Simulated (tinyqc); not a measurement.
Worked calculation: UHF in the sto-3g basis, for H4, spin multiplicity 1. This run ends on a higher stationary point, not on the lowest solution. One step of it, computed by the program tinyqc.

Problem. Iteration 2: DIIS coefficients. Solve [B -1; -1 0][c; lambda] = [0; -1] for the coefficients, which sum to one.

B (overlaps of the stored error matrices):
```
,1,2
1,1.2057344e-02,7.3552027e-03
2,7.3552027e-03,5.5389990e-03
```

Give: DIIS coefficients.

Solution.

DIIS coefficients: -0.6293  1.6293
